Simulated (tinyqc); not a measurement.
# Gain factor and gap resistance from two string resistances

Problem. At small bit-line voltage each of the 64 cells has the resistance 1/(K x) at overdrive x (no mobility reduction) in series with a gap resistance Rg. Find K, Rg and the share of the gaps at the higher overdrive.

resistance of a string of 64 equal cells at overdrives of 3.2 and 8.3 V (kohm): 1434.6667  1025.0281

Solution. The resistance per cell is a straight line in 1/x with slope 1/K and intercept Rg.

K = 30.0 uA/V^2
Rg = 12.0 kohm
share of the gaps = 74.9 %

Program tinyqc, `OMP_NUM_THREADS=1 python tinyqc.py 2142187 2142188 out.jsonl`; Intel Xeon 2.30GHz, shared host, one thread, about 0.7 s.
